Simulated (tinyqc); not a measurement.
Heavy doping: band filling, gap narrowing, band tails and the effective intrinsic density. Raising the compensation. Computed by tinyqc, a small Python program. Command: `OMP_NUM_THREADS=1 python tinyqc.py 3023061 3023062 out.jsonl gapnarrow sweep`. One thread of a shared host (Intel(R) Xeon(R) Processor @ 2.30GHz), about 0.06 s of CPU time with the checks.

An n-type crystal above its Mott density, with all dopants ionised: n = N_D - N_A, ionised centres N_I = N_D + N_A. Valleys are taken as spherical with mass m_e.

Inputs (values chosen for the exercise, modelled on CdS):
```
quantity                   value   unit
gap E_g                     2.49     eV
electron mass m_e          0.195    m_0
valleys M_c                    1      -
dielectric constant eps     8.61      -
donor density N_D        2.7e+19  cm^-3
temperature T                400      K
```

Conduction band: parabolic.

Constants: a_0 = 0.529177210903 angstrom; Ry = 13.605693123 eV; k_B = 8.617333262e-05 eV/K; hbar^2/(2 m_0) = 3.80998212 eV angstrom^2; e = 1.602176634e-19 C; eps_0 = 8.8541878128e-12 F/m; e^2/(4 pi eps_0) = 14.39964548 eV angstrom.

Method:
- n = N_D (1 - ratio); Ry* = Ry m_e/eps^2, a* = a_0 eps/m_e; r_s = (3/(4 pi n))^(1/3)/a*; k_F = (3 pi^2 n/M_c)^(1/3); Mott density (0.26/a*)^3.
- n = M_c (1/(2 pi^2)) (m_e/(hbar^2/2m_0))^(3/2) int sqrt(E) f dE, f = 1/(1 + exp((E - E_F)/k_B T)); trapezoid rule in t = sqrt(E/k_B T), step 0.02 up to 12; E_F by bisection from the band edge.
- At T = 0, E_F = (hbar^2/2m_0) k_F^2/m_e; dn/dE_F uses f (1 - f)/k_B T in place of f.
- Screening: q^2 = (e/(eps eps_0)) dn/dE_F. Exchange lowers the conduction band by (1/pi) k_F e^2/(4 pi eps_0 eps) (T = 0 Hartree-Fock at k_F, taken as a rigid shift). Screening raises the valence band by (q/2) e^2/(4 pi eps_0 eps) (static Coulomb hole). The narrowing is the sum; electron correlation and carrier-ion shifts are left out. Root-mean-square potential of randomly placed ions: V_rms = (e^2/(4 pi eps_0 eps)) sqrt(2 pi N_I/q).

One run for each value; columns: (1) compensation ratio N_A/N_D; (2) E_F above the band edge (meV); (3) V_rms (meV); (4) screening length 1/q (angstrom); (5) gap narrowing (meV):
```
(1)      (2)     (3)     (4)     (5)
0.00  162.02   82.54  14.359  107.64
0.10  150.08   87.49  14.666  104.72
0.20  137.58   92.50  15.027  101.51
0.35  117.51  100.34  15.717   96.00
0.50   95.23  109.04  16.706   89.27
0.65   69.33  119.76  18.319   80.47
0.80   36.05  136.12  21.694   67.44
0.90    2.58  158.57  27.891   52.91
```

Over the rows, E_F above the band edge (meV) falls from 162 to 2.58; V_rms (meV) rises from 82.5 to 159; screening length 1/q (angstrom) rises from 14.4 to 27.9. Compensation removes screening electrons and adds ions, so V_rms/E_F goes from 0.51 to 61.35.

Caution (rows 0, 0.100, 0.200, 0.350): the screening length is well below a*, where static Thomas-Fermi screening overstates the Coulomb hole. Caution (rows 0.500, 0.650, 0.800, 0.900): V_rms exceeds both E_F and k_B T, so band tails reshape the edge. Caution (rows 0.650, 0.800, 0.900): r_s is above 1.2, where these high-density terms are rough. Caution (rows 0.800, 0.900): E_F is less than 2 k_B T above the edge: the T = 0 exchange term overstates the shift, and an absorption edge at k_F has no meaning.
